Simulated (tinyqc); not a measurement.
# Circuit elements from the admittance matrix

Inverse problem. Y belongs to a common-source circuit with y11 = i w (Cgs + Cgd), y12 = -i w Cgd, y21 = gm - i w Cgd, y22 = gds + i w (Cgd + Cd) and a resistance Rg in series with the gate; w = 2 pi f. Find Rg, Cgs + Cgd, Cgd, gm, gds and Cd.

Inputs (values chosen for the exercise): signal frequency f = 2 GHz.

Y with Rg (mS):
```
                            1                            2
1  0.0003999422+0.1557442203i  -0.0001936170-0.0753977265i
2  0.8567392212-0.0775982807i   0.1114984717+0.2574190357i
```

Solution. 1/Y11 = Rg + 1/(i w (Cgs + Cgd)) gives Rg; removing it from Z11 returns the inner y, whose parts are read off.

Rg = 16.5 ohm
Cgs + Cgd = 12.4 fF
Cgd = 6.00 fF
gm = 0.857 mS
gds = 0.111 mS
Cd = 14.4 fF

Computed by the program tinyqc: `OMP_NUM_THREADS=1 python tinyqc.py 2150013 2150014 out.jsonl`, one thread of a shared Intel Xeon 2.30GHz, about 0.01 s for the whole run.
